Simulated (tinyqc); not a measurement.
Free and trapped electrons in a MOS channel with a dense trap tail: free and trapped charge against gate voltage.

p-type body, charge-sheet picture, full ionisation (an idealisation for deep acceptors), Boltzmann statistics for free electrons. e = Ec - EF at the surface. Acceptor-like traps of density D(E) = D0 + De exp(-E/Ew) at depth E below Ec, from 0 to Eu, hold n_t = integral of D(E)/(1 + exp((e - E)/Vt)). psi = Eg - Vt ln(Nv/Na) - e; N_dep = sqrt(2 eps0 eps_r Na (psi - Vt)/q); n_f = sqrt(N_dep^2 + 2 eps0 eps_r Vt Nc exp(-e/Vt)/q) - N_dep; Vg = Vfb + psi + q (N_dep + n_t + n_f)/Cox, Cox = eps0 eox/tox.

Free share n_f/(n_f + n_t); swing ln 10 n_f/(dn_f/dVg); field-effect mobility mf q (dn_f/dVg)/Cox, for a constant mf; oxide field q (N_dep + n_t + n_f)/(eps0 eox).

Parameters, values chosen for the exercise; band and dielectric values close to those of 4H silicon carbide:
- T = 400 K (temperature)
- Eg = 3.2 eV (band gap)
- eps_r = 9.62 (relative permittivity)
- Nc = 2.57e19 cm^-3 (conduction-band density of states at T)
- Nv = 3.93e19 cm^-3 (valence-band density of states at T)
- eox = 3.9 (relative permittivity of the insulator)
- tox = 51 nm (insulator thickness)
- Na = 8.4e16 cm^-3 (acceptor density)
- Vfb = -2.46 V (flat-band voltage without trapped charge)
- D0 = 2.5e10 cm^-2 eV^-1 (constant background density of acceptor-like traps)
- De = 3.6e12 cm^-2 eV^-1 (density of the tail at the conduction edge)
- Ew = 0.06 eV (decay energy of the tail)
- Eu = 0.7 eV (depth below Ec down to which the traps reach)
- mf = 83 cm^2/(V s) (mobility of free electrons)

Constants: q = 1.602176634e-19 C, kB = 1.380649e-23 J/K, Vt = kB T/q, eps0 = 8.8541878128e-14 F/cm where lengths are in cm. Results are converted to the units shown.

Free and trapped charge against gate voltage:
columns A: Vg (V); B: e (eV); C: n_f (cm^-2); D: n_t (cm^-2); E: free share (%); F: swing (mV/decade); G: field-effect mobility (cm^2/(V s)); H: oxide field (MV/cm)
```
A             B         C         D        E        F         G       H
3.5      0.5242   7.940e5   4.462e9  0.01779    142.2  0.002525  0.6855
4.5      0.1227  8.222e10  5.805e10    58.61    710.5     52.33  0.8029
5.4     0.06710  3.749e11  1.067e11    77.85     2416     70.18  0.9684
6.4     0.03981  7.470e11  1.381e11    84.39     4493     75.19   1.159
7.4     0.02205  1.136e12  1.590e11    87.73     6630     77.51   1.352
8.3    0.009837  1.495e12  1.725e11    89.65     8581     78.77   1.526
9.3   -0.001262  1.898e12  1.838e11    91.17  1.077e4     79.70   1.720
10.2  -0.009750  2.265e12  1.916e11    92.20  1.276e4     80.29   1.895
11.2   -0.01798  2.675e12  1.983e11    93.10  1.498e4     80.78   2.089
```

What does the table show?

n_f reaches 1e11 cm^-2 at Vg = 4.56 V, against 4.42 V without traps. The free share rises from 0.0178 to 93.1 % and the field-effect mobility rises from 0.00253 to 80.8 cm^2/(V s), although mf = 83 is constant: in the last row 97.3 % of Cox dVg goes into free electrons. The swing in the first row is 142 mV a decade (Vt ln 10 = 79.4). For Vg = 5.4, 6.4, 7.4, 8.3, 9.3, 10.2, 11.2 EF lies less than 2 Vt below the band edge, or above it, where degeneracy and confinement, left out, matter.

Numbers from tinyqc (`OMP_NUM_THREADS=1 python tinyqc.py 2222215 2222216 out.jsonl`; about 0.02 s on one thread of a shared Intel Xeon 2.30GHz).
